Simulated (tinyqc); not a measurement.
## Transistor under a ferroelectric capacitor (negative capacitance), static model: effect of the coercive field

A ferroelectric film of thickness tf lies between the gate and an inner metal at potential v, which drives an ordinary transistor. One domain, P = Q (background permittivity neglected): Vg = v + tf (2 al Q + 4 be Q^3), al = -3 sqrt(3) Ec/(4 Pr), be = 3 sqrt(3) Ec/(8 Pr^3). Gate charge Q(v) = Qi + Cp v with the channel charge Qi = Cox n Vt ln(1 + exp((v - VT)/(n Vt))). Q in uC/cm^2, E in kV/cm; 1 nm times 1 kV/cm is 1e-4 V. Domains, leakage and the switching time are left out.

C = dQ/dv = Cox/(1 + exp(-(v - VT)/(n Vt))) + Cp; dVg/dv = 1 + C tf (2 al + 12 be Q^2); gain = dv/dVg. The largest gain is taken over -0.3 V < v < 2.5 V, tc is the thickness at which dVg/dv first touches zero, the swing is n Vt ln 10 (1 + 2 al tf Cp), v solves Vg(v) = Vg, and the last column compares Qi(v) with Qi(Vg) of the transistor without the film.

Inputs (values chosen for the exercise); Pr and Ec close to those of hafnium oxide based films:
- T = 300 K (temperature)
- Pr = 11 uC/cm^2 (remanent polarisation)
- Cox = 3.6 uF/cm^2 (capacitance of the inner oxide)
- Cp = 1.09 uF/cm^2 (overlap capacitance per gate area)
- VT = 0.28 V (threshold of the inner transistor)
- n = 1.05 (subthreshold factor of the inner transistor)
- tf = 3 nm (ferroelectric thickness)
- Vg = 0.46 V (gate voltage)

Constants: q = 1.602176634e-19 C, kB = 1.380649e-23 J/K, Vt = kB T/q. Results are converted to the units shown.

Results:
```
Ec (kV/cm)  tc (nm)  largest gain  swing (mV/decade)  v at Vg (V)  Qi with/without film
400           23.19         1.149              60.57       0.4969                 1.205
800           11.60         1.349              58.64       0.5464                 1.479
1000          9.278         1.478              57.68       0.5777                 1.653
1200          7.731         1.634              56.71       0.6148                 1.860
1500          6.185         1.942              55.26       0.6848                 2.249
1800          5.154         2.393              53.81       0.7768                 2.760
```

Estimate the missing row, Ec = 600 kV/cm.

Computed row:
```
Ec (kV/cm)  tc (nm)  largest gain  swing (mV/decade)  v at Vg (V)  Qi with/without film
600           15.46         1.241              59.61       0.5198                 1.332
```

With this row back in the table: As Ec goes from 400 to 1800 kV/cm, the largest gain rises from 1.15 to 2.39, the swing falls from 60.6 to 53.8 mV a decade and tc falls from 23.2 to 5.15 nm. At Ec = 1800 kV/cm the gate charge passes 2.5 uC/cm^2, about what a silicon dioxide interlayer withstands.

Numbers from tinyqc (`OMP_NUM_THREADS=1 python tinyqc.py 2860015 2860016 out.jsonl`; about 0.02 s on one thread of a shared Intel Xeon 2.30GHz).
